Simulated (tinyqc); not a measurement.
Shallow acceptor in the spherical model (Baldereschi-Lipari), strong spin-orbit limit: one step, computed by the program tinyqc.

The 1S(3/2) state has an s envelope f(r) and a d envelope g(r). In effective units they obey -(f'' + 2f'/r + 2f/r) + mu (g'' + 5g'/r + 3g/r^2) = E f and -(g'' + 2g'/r - 6g/r^2 + 2g/r) + mu (f'' - f'/r) = E g. The cubic term, the split-off band and the central cell are left out.

Question. Matrices in a small basis. zeta_i = zeta_1 beta^(i-1), i = 1..n, in both channels. Basis: f_i = exp(-zeta_i r), g_i = r exp(-zeta_i r), weight r^2 dr, s = zeta_i + zeta_j. S_ff = 2/s^3, H_ff = zeta_i zeta_j S_ff - 2/s^2; S_gg = 24/s^5, H_gg = 8/s^3 + 24 zeta_i zeta_j/s^5 - 12/s^4; H(f_i, g_j) = mu (6 zeta_i^2/s^4 + 2 zeta_i/s^3); S_fg = 0. Each function is normalised by sqrt(S_ii).

Inputs (values chosen for the exercise, modelled on GaP): functions per channel n = 2; smallest exponent zeta_1 = 0.94 1/a*; ratio beta of exponents = 2.2.

mu = 0.4676167

Give: H; S.

Answer.

H (Ry*), lower triangle (symmetric):
```
         f1        f2     g1     g2
f1  -0.9964
f2  -0.8477  0.140624
g1   0.5964     1.280  1.122
g2   0.8101     2.886  2.366  7.911
```

S, lower triangle (symmetric):
```
       f1     f2     g1     g2
f1  1.000
f2  0.797  1.000
g1  0.000  0.000  1.000
g2  0.000  0.000  0.685  1.000
```

Caution: gamma_3 and gamma_2 differ by more than 0.17 gamma_1: band warping, left out here, adds several per cent to the binding.
